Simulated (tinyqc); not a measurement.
p-n diode, drift-diffusion by the Gummel loop with Scharfetter-Gummel fluxes: current against voltage in the dark.

Abrupt junction at x = 0, p side from -Lp, n side to Ln, ohmic contacts. psi is counted from the intrinsic level; n = ni exp((psi - phin)/Vt), p = ni exp((phip - psi)/Vt). Contacts: p side psi = V - Vt ln(Na/ni), p = Na, n = ni^2/Na; n side psi = Vt ln(Nd/ni), n = Nd, p = ni^2/Nd. Constant mobilities, D = mu Vt, Boltzmann statistics, SRH recombination through a mid-gap level, U = (n p - ni^2)/(tp (n + ni) + tn (p + ni)). Current is positive from the p contact to the n contact.

ni = sqrt(Nc Nv) exp(-Eg/(2 Vt)), Eg in volts. Poisson and both continuity equations are solved self-consistently with Scharfetter-Gummel fluxes on a graded mesh of 500 nodes. J_scr is q times the integral of U between -xp and xn. Ideal diffusion current J_id = q ni^2 [Dn coth(wp/Le)/(Le Na) + Dp coth(wn/Lh)/(Lh Nd)] (exp(V/Vt) - 1), Le = sqrt(Dn tn), Lh = sqrt(Dp tp), wp = Lp - xp, wn = Ln - xn, with xp and xn from the depletion approximation (W = sqrt(2 eps0 eps_r (Vbi - V)(1/Na + 1/Nd)/q), xp = W Nd/(Na + Nd), xn = W Na/(Na + Nd), Vbi = Vt ln(Na Nd/ni^2)). Ideality factor = 0.004 V/(Vt ln[J(V + 0.004 V)/J(V)]). Here G = 0.

Values chosen for this exercise; band and dielectric values close to those of gallium arsenide:

| symbol | value | unit | meaning |
|---|---|---|---|
| T | 275 | K | temperature |
| Eg | 1.4 | eV | band gap |
| eps_r | 13.1 |  | relative permittivity |
| Nc | 3.85e17 | cm^-3 | conduction-band density of states at T |
| Nv | 7.93e18 | cm^-3 | valence-band density of states at T |
| Na | 1.8e17 | cm^-3 | acceptor density of the p side |
| Nd | 4e16 | cm^-3 | donor density of the n side |
| mun | 3700 | cm^2/(V s) | electron mobility |
| mup | 280 | cm^2/(V s) | hole mobility |
| tn | 5e-7 | s | SRH lifetime of electrons |
| tp | 3e-10 | s | SRH lifetime of holes |
| Lp | 0.89 | um | length of the p side |
| Ln | 6.8 | um | length of the n side |
| G | 0 | cm^-3 s^-1 | uniform generation rate |

Constants: q = 1.602176634e-19 C, kB = 1.380649e-23 J/K, Vt = kB T/q, eps0 = 8.8541878128e-14 F/cm where lengths are in cm. Results are converted to the units shown.

Result of one run:
columns A: V (V); B: J (A/cm^2); C: ideality factor; D: J_scr/J (%); E: J_id (A/cm^2); F: share recombining at the contacts (%); G: larger minority/doping at -xp and xn
```
A           B     C     D        E     F        G
0.92  0.00895  1.08  18.8  0.00729  48.9  4.52e-6
```

What becomes of these results when the bias of the p contact V is changed from 0.92 to 0.81 V, all else the same?

Result of the changed run:
columns A: V (V); B: J (A/cm^2); C: ideality factor; D: J_scr/J (%); E: J_id (A/cm^2); F: share recombining at the contacts (%); G: larger minority/doping at -xp and xn
```
A           B     C     D        E     F        G
0.81  1.81e-4  1.35  61.0  7.04e-5  23.5  4.45e-8
```

The whole series:
columns A: V (V); B: J (A/cm^2); C: ideality factor; D: J_scr/J (%); E: J_id (A/cm^2); F: share recombining at the contacts (%); G: larger minority/doping at -xp and xn
```
A            B     C       D         E        F         G
0.25  3.62e-10  1.83     100  3.88e-15  6.50e-4  2.55e-18
0.36   4.23e-9  1.91     100  4.02e-13  0.00575  2.63e-16
0.48   5.96e-8  1.91    99.9  6.35e-11   0.0643  4.13e-14
0.59   6.94e-7  1.87    99.1   6.57e-9    0.571  4.24e-12
0.7    9.00e-6  1.72    92.4   6.80e-7     4.56  4.36e-10
0.81   1.81e-4  1.35    61.0   7.04e-5     23.5   4.45e-8
0.92   0.00895  1.08    18.8   0.00729     48.9   4.52e-6
1.03     0.724  1.07    2.20     0.754     62.4   4.53e-4
1.15      72.0  1.14  0.0398       119     90.5    0.0573
```

J rises from 3.62e-10 to 72.0 A/cm^2; the ideality factor moves up and down between 1.07 and 1.91. Recombination in the depleted layer carries over half of the current up to V = 0.81 V, where the factor is 1.35; it grows roughly as exp(V/2 Vt), so diffusion overtakes it. Where the factor is lowest (V = 1.03 V), J is 4.0 % below the ideal diffusion current.

Numbers from tinyqc (`OMP_NUM_THREADS=1 python tinyqc.py 2240142 2240143 out.jsonl`; about 0.2 s on one thread of a shared Intel Xeon 2.30GHz).
